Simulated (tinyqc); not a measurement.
Frequency dispersion of an accumulation capacitance by border traps, distributed model: one step of the calculation.

Traps spread evenly through the insulator exchange electrons with the semiconductor by tunnelling, with tau(x) = t0 exp(2 ka x) at depth x from the interface. The admittance per area Y seen at depth x obeys dY/dx = -Y^2/(i w eps0 eox) + q Nb ln(1 + i w tau)/tau, with Y(0) = i w Cs and w = 2 pi f; the gate sees Y(tox) = G + i w C. Working variable y = Y/(i w), in uF/cm^2. Cox = eps0 eox/tox.

Problem. Scales and lumped estimate. Cox; trap-free value 1/(1/Cox + 1/Cs); response depth d = ln(1/(w t0))/(2 ka), where w tau = 1; lumped estimate: all traps within d act as C_bt = q Nb d placed at d/2, so C = 1/{1/[1/(1/Cs + d/(2 eps0 eox)) + C_bt] + (tox - d/2)/(eps0 eox)}.

Parameters, values chosen for the exercise; permittivity close to that of hafnium oxide:
- eox = 19.9 (relative permittivity of the insulator)
- tox = 5.4 nm (insulator thickness)
- Cs = 4.7 uF/cm^2 (semiconductor capacitance in accumulation)
- Nb = 5.9e18 cm^-3 eV^-1 (density of border traps)
- ka = 6 1/nm (decay constant of the wave function in the insulator)
- t0 = 1e-11 s (time constant of a trap at the interface)
- f = 10000 Hz (frequency)

Constants: q = 1.602176634e-19 C, eps0 = 8.8541878128e-14 F/cm where lengths are in cm. Results are converted to the units shown.

Find: Cox; trap-free C; d; C_bt; lumped C.

Solution.

Cox = 3.263 uF/cm^2
trap-free C = 1.926 uF/cm^2
d = 1.190 nm
C_bt = 0.1125 uF/cm^2
lumped C = 1.951 uF/cm^2

The traps within reach amount to 0.0239 Cs and lie in the first 22.0 % of the insulator.

Numbers from tinyqc (`OMP_NUM_THREADS=1 python tinyqc.py 2202099 2202100 out.jsonl`; about 0.3 s on one thread of a shared Intel Xeon 2.30GHz).
